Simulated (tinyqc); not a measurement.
# Trap density from one capacitance

Problem. Traps spread evenly through the insulator exchange electrons with the semiconductor by tunnelling, with tau(x) = t0 exp(2 ka x) at depth x from the interface. The admittance per area Y seen at depth x obeys dY/dx = -Y^2/(i w eps0 eox) + q Nb ln(1 + i w tau)/tau, with Y(0) = i w Cs and w = 2 pi f; the gate sees Y(tox) = G + i w C. Working variable y = Y/(i w), in uF/cm^2. Cox = eps0 eox/tox. Find Nb and G/w.

Inputs (values chosen for the exercise):
- eox = 18.8 (relative permittivity of the insulator)
- tox = 6.5 nm (insulator thickness)
- Cs = 6.3 uF/cm^2 (semiconductor capacitance in accumulation)
- ka = 5 1/nm (decay constant of the wave function in the insulator)
- t0 = 1e-9 s (time constant of a trap at the interface)
- f = 10000 Hz (frequency)

Constants: q = 1.602176634e-19 C, eps0 = 8.8541878128e-14 F/cm where lengths are in cm. Results are converted to the units shown.

C = 1.9236028 uF/cm^2

Answer. C rises steadily with Nb, so one density matches; in practice ka and t0 must come from the frequency dependence.

Nb = 5.400e19 cm^-3 eV^-1
G/w = 0.01892 uF/cm^2

Computed by the program tinyqc: `OMP_NUM_THREADS=1 python tinyqc.py 2202206 2202207 out.jsonl`, one thread of a shared Intel Xeon 2.30GHz, about 0.5 s for the whole run.
